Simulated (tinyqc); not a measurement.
Static screening by free carriers, step by step. Values are carried at full precision from step to step, so a last printed digit may differ when a step is redone from the rounded ones.

kF = (3 pi^2 n/Mv)^(1/3), EF = c kF^2/m with c = hbar^2/2m0, n in 1/angstrom^3 (1e-24 per 1/cm^3), e2 = e^2/(4 pi eps0). Thomas-Fermi: qTF^2 = 6 pi e2 n/(eps EF). Debye: qD^2 = 4 pi e2 n/(eps kB T).

Constants: hbar^2/2m0 = 3.80998211 eV angstrom^2; e^2/(4 pi eps0) = 14.39964547 eV angstrom; kB = 8.617333262e-05 eV/K; a0 (Bohr radius) = 0.5291772105 angstrom; hbar = 6.58211957e-16 eV s.

Inputs chosen for the exercise (near those of InAs; the results hold for these values, not for the real material):

| symbol | value | unit | meaning |
|---|---|---|---|
| n | 9.1e+16 | 1/cm^3 | carrier density |
| m | 0.0258 | m0 | mass of one isotropic valley |
| Mv | 1 |  | valleys |
| eps | 15.1 |  | background dielectric constant |
| T | 200 | K |  |
| q | 0.0316 | 1/angstrom | wave vector |
| aD | 378.1 | angstrom | trial radius |
| NI | 9.1e+16 | 1/cm^3 | ionised impurities |

## Fermi and screening wave vectors

Also the effective Bohr radius aB = a0 eps/m and rs = (3/(4 pi n))^(1/3)/aB.

kF = 0.013915 1/angstrom
EF at 0 K = 28.59 meV
EF/kT = 1.66
qTF = 0.0075634 1/angstrom
qD = 0.0079545 1/angstrom
aB = 309.7 angstrom
rs = 0.445

The gas is partly degenerate; neither limit is exact, and the true screening wave vector lies below both.

## Screening at finite temperature

F_j(eta) = (1/Gamma(j + 1)) integral_0^infinity x^j dx/(1 + exp(x - eta)), which tends to exp(eta) for eta << 0.

At finite T: qs^2 = qD^2 F_-1/2(eta)/F_1/2(eta), where n = Mv N F_1/2(eta) and N = 2 (m kB T/(4 pi c))^(3/2) with c = hbar^2/2m0, in 1/angstrom^3; times 1e24 for 1/cm^3.

Solve for eta and form qs.

n/(Mv N) = 1.608
eta = 1.031
qs = 0.006401 1/angstrom
screening length 1/qs = 156.2 angstrom

qs is 0.805 of the Debye value and 0.846 of the Thomas-Fermi value.

## Lindhard function at one q

Lindhard at zero temperature: eps(q)/eps = 1 + (qTF/q)^2 L(x), x = q/(2 kF), L(x) = 1/2 + ((1 - x^2)/(4x)) ln|(1 + x)/(1 - x)|.

Compare with Thomas-Fermi, 1 + (qTF/q)^2.

x = 1.1355
L(x) = 0.3244
eps(q)/eps, Lindhard = 1.019
eps(q)/eps, Thomas-Fermi = 1.057

The carriers respond with 32 % of their long-wave strength at this q, beyond 2 kF, where no pair of states on the Fermi surface is joined by q. The zero-temperature form is an exercise here: at the temperature of this gas EF is only 1.7 kT.

## A donor in the screened potential

Donor in the screened potential -(e2/eps) exp(-qs r)/r with the trial function exp(-r/a): E(a) = c/(m a^2) - (e2/eps) 4/(a (2 + qs a)^2), e2 = e^2/(4 pi eps0), c = hbar^2/2m0; isotropic mass.

Evaluate both terms at a = aD.

kinetic term = 1.033 meV
potential term = -0.516 meV
E(aD) = 0.517 meV
unscreened level -m Ry/eps^2 (Ry = 13.60569312 eV) = -1.540 meV

This trial radius gives no binding, nor does any radius up to 3 aB.

## Ionised-impurity scattering at E = 3 kT

Brooks-Herring rate for an electron of energy E: 1/tau = NI (pi e2^2/(eps^2 hbar)) (sqrt(c/m)/E^(3/2)) Phi(b), with Phi = ln(1 + b) - b/(1 + b), b = (2k/qs)^2, k^2 = m E/c, NI in 1/angstrom^3.

e2 = e^2/(4 pi eps0), c = hbar^2/2m0; mobility estimate mu = tau/(m m0/e) with m0/e = 5.685630e-12 kg/C, times 1e4 for cm^2/(V s).

b = 34.19
Phi = 2.5891
1/tau = 1.06e+12 1/s
mu at this energy = 6.45e+04 cm^2/(V s)

b is well above 1, the regime that the Brooks-Herring formula is meant for; a true mobility averages tau over the distribution.

## Checks

- Scattering rate against the golden-rule integral over angles (1/s): both 1.057e+12.
- L(x) at x = 0.7 against the integral over the Fermi sphere: both 0.81595.

Program tinyqc; command `OMP_NUM_THREADS=1 python tinyqc.py 1680243 1680244 out.jsonl`; about 0.01 s on one thread of a shared Intel(R) Xeon(R) Processor @ 2.30GHz.
